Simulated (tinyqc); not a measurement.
Inside a calculation: Bethe-Salpeter matrix of a two-band chain (Tamm-Dancoff form). Values are carried at full precision from step to step, so a last printed digit may differ when a step is redone from the rounded ones.

One valence and one conduction band, lattice period 1, mesh k = 2 pi j/N. Pair energies D(k) = Eg + 2 t sum(1 - cos k), t = tc + tv. Screened attraction W(R) = U at R = 0 and V/|R| otherwise, R over the N cells with the nearest image; W(q) = sum_R W(R) cos(q R). H(k, k') = D(k) delta - W(k - k')/Nk + 2 J/Nk for singlets (J = 0 for triplets), Nk the number of k points. With a constant transition dipole the strength of a state is f = (sum_k A_k)^2/Nk, and the f sum to 1.

Values chosen for the exercise: Eg = 2.2 eV (quasiparticle gap); tc = 0.21 eV (conduction hopping); tv = 0.48 eV (valence hopping); U = 0.76 eV (attraction in the same cell); V = 0.26 eV (attraction at one cell distance); J = 0.35 eV (exchange in the same cell); N = 5 (k points along each axis).

## Pair energies and the kernel

List D(k), W(R) and W(q) on the mesh.

Mesh values (eV):

| index j | D(k_j) | W(R = j) | W(q_j) |
|---|---|---|---|
| j0 | 2.2000 | 0.7600 | 1.5400 |
| j1 | 3.1536 | 0.2600 | 0.7103 |
| j2 | 4.6964 | 0.1300 | 0.4197 |
| j3 | 4.6964 | 0.1300 | 0.4197 |
| j4 | 3.1536 | 0.2600 | 0.7103 |

## The singlet matrix

Fill in H.

H (eV):
```
         j0       j1       j2       j3       j4
j0   2.0320  -0.0021   0.0561   0.0561  -0.0021
j1  -0.0021   2.9856  -0.0021   0.0561   0.0561
j2   0.0561  -0.0021   4.5284  -0.0021   0.0561
j3   0.0561   0.0561  -0.0021   4.5284  -0.0021
j4  -0.0021   0.0561   0.0561  -0.0021   2.9856
```

## Exciton levels and strengths

Diagonalise. For the lowest state give the amplitudes A_k (norm 1, largest positive) and f = (sum_k A_k)^2/Nk, Nk the size of the matrix.

levels (eV): 2.0295  2.9274  3.0397  4.5308  4.5326

amplitudes of the lowest state: j0 0.999, j1 0.003, j2 -0.023, j3 -0.023, j4 0.003

f of the lowest state = 0.185

The lowest state lies 0.1705 eV below the gap Eg = 2.2 eV and holds 18 % of the strength, against 20 % for one free pair. On a fine mesh the triplet and singlet bindings are 0.3103 and 0.1150 eV.

## Spectrum with and without the kernel

Distinct levels with their degeneracy and summed f, for singlets, beside the sorted triplet levels and free pairs.

Singlets:

| E (eV) | degeneracy | f |
|---|---|---|
| 2.0295 | 1 | 0.1847 |
| 2.9274 | 1 | 0.0000 |
| 3.0397 | 1 | 0.3681 |
| 4.5308 | 1 | 0.4472 |
| 4.5326 | 1 | 0.0000 |

triplet levels (eV): 1.8364  2.7803  2.9274  4.2833  4.5326

free pairs (eV): 2.2000  3.1536  3.1536  4.6964  4.6964

2 of the 5 singlets are dark; those whose amplitude vanishes at R = 0 also feel neither U nor J. The lowest singlet lies 0.1930 eV above the lowest triplet; first order gives 2 J f = 0.2710 eV with the f of the triplet envelope. The centre of the spectrum, sum f E = 3.5200 eV, equals mean D - U + 2J = 3.5200 eV.

## Checks

- Levels from the matrix in the electron-hole distance R against those in k: they agree to 1e-10 or better.

(tinyqc, `OMP_NUM_THREADS=1 python tinyqc.py 1250084 1250085 out.jsonl`, Intel(R) Xeon(R) Processor @ 2.30GHz, 1 thread, shared host, about 0.09 s.)
